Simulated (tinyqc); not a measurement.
## Trench capacitor in an array: capacitance, non-linearity, leakage and relaxation: cell against the aspect ratio

A film between two metal electrodes, each interface adding a series capacitance ci. The small-signal permittivity is ek (1 + aq E^2); the field is found with the linear permittivity. Leakage J = J0 sinh(E/Ef). After a voltage step the film passes a relaxation current kr C V tt^(-nr), tt being the time in seconds. The sidewall is a coaxial capacitor with radii a = dm/2 - t and b = dm/2, depth AR dm; the end face is left out.

Per length 1/c = ln(b/a)/(2 pi eps0 ek) + (1/a + 1/b)/(2 pi ci); cell capacitance c AR dm; per footprint over pt^2; fields c V/(2 pi eps0 ek r) at r = a and b; resistance of the inner electrode rho AR dm/(pi a^2); time constant R C/3 of the distributed line.

Values chosen for this exercise; permittivity of the order of that of titanium dioxide:
```
symbol  value     unit                                                             meaning
ek         73                                            relative permittivity of the film
t         5.9       nm                                                      film thickness
ci       1000  uF/cm^2  capacitance of each electrode interface (dead layer and screening)
V         1.7        V                                                                bias
dm         48       nm                                                diameter of the hole
pt         87       nm                                           pitch of the square array
rho      1000  uohm cm                                  resistivity of the inner electrode
```

Constants: eps0 = 8.8541878128e-14 F/cm where lengths are in cm. Results are converted to the units shown.

The same in every row: field at a (MV/cm) = 3.257; field at b (MV/cm) = 2.456.

Cell against the aspect ratio:

| AR | cell capacitance (fF) | per footprint (uF/cm^2) | R (kohm) | R C/3 (ps) |
|---|---|---|---|---|
| 5 | 3.380 | 44.65 | 2.332 | 2.627 |
| 10 | 6.759 | 89.30 | 4.664 | 10.51 |
| 20 | 13.52 | 178.6 | 9.327 | 42.03 |
| 30 | 20.28 | 267.9 | 13.99 | 94.57 |
| 50 | 33.80 | 446.5 | 23.32 | 262.7 |
| 70 | 47.31 | 625.1 | 32.65 | 514.9 |
| 100 | 67.59 | 893.0 | 46.64 | 1051 |

What does the table show?

As AR goes from 5 to 100, the cell capacitance rises from 3.38 to 67.6 fF, the capacitance per footprint rises from 44.6 to 893 uF/cm^2, the ratio of the two fields stays at 1.33 and R C/3 rises from 2.63 to 1050 ps; the time constant goes as AR^(2.00) between the first two rows and AR^(2.00) between the last two.

Computed by the program tinyqc: `OMP_NUM_THREADS=1 python tinyqc.py 2102121 2102122 out.jsonl`, one thread of a shared Intel Xeon 2.30GHz, about 0.01 s for the whole run.
